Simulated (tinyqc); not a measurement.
Stillinger-Weber potential for a tetrahedral semiconductor. Bending a trimer. Computed by tinyqc, a small Python program. Command: `OMP_NUM_THREADS=1 python tinyqc.py 3004141 3004142 out.jsonl swsi sweep`. One thread of a shared host (Intel(R) Xeon(R) Processor @ 2.30GHz), about 0.05 s of CPU time with the checks.

With x = r/sigma: pair term eps A (B x^-4 - 1) exp(1/(x - a)); for each pair of neighbours j, k of atom i, three-body term eps lambda exp(gamma/(x_ij - a) + gamma/(x_ik - a)) (cos theta_jik + 1/3)^2; both vanish beyond x = a. A = 7.049556277, B = 0.6022245584, a = 1.8.

Inputs (values chosen for the exercise, modelled on germanium):
```
quantity                    value      unit
energy scale eps            1.995        eV
length scale sigma          2.192  angstrom
three-body strength lambda   32.8         -
gamma                         1.3         -
bond 1 of the trimer         2.41  angstrom
bond 2 of the trimer          2.3  angstrom
```

Method. Atom 1 binds atoms 2 and 3 at the angle theta; the third side follows from the cosine rule. Sum the three pair terms and the three-body terms centred on each atom.

One run for each value; columns: (1) angle of the trimer theta (degrees); (2) energy of the trimer (eV); (3) three-body term at atom 1 (eV); (4) distance 2-3 (angstrom):
```
(1)      (2)         (3)     (4)
60   -2.0298  1.2575e+00  2.3569
70   -3.0032  8.2588e-01  2.7030
90   -3.7741  2.0119e-01  3.3314
100  -3.8188  4.6173e-02  3.6088
110  -3.8511  1.3664e-04  3.8587
120  -3.8010  5.0298e-02  4.0794
140  -3.5122  3.3904e-01  4.4261
160  -3.1855  6.6576e-01  4.6385
180  -3.0465  8.0477e-01  4.7100
```

Give the missing row, angle of the trimer theta (degrees) = 80.

Computed row; columns: (1) angle of the trimer theta (degrees); (2) energy of the trimer (eV); (3) three-body term at atom 1 (eV); (4) distance 2-3 (angstrom):
```
(1)      (2)         (3)     (4)
80   -3.5345  4.6541e-01  3.0287
```

Interpolating between the two neighbouring rows (linearly) misses most in three-body term at atom 1 (eV), by 10 %. Over the rows, energy of the trimer (eV) goes from -2.03 through a minimum among these rows, -3.85 at 110, to -3.05; three-body term at atom 1 (eV) goes from 1.26 through a minimum among these rows, 1.37e-4 at 110, to 0.805. The term at atom 1 vanishes at the tetrahedral angle, 109.47 degrees. At the smallest angles a third bond forms between atoms 2 and 3.

Extremes, crossings and ranges named in words are read from the listed rows.
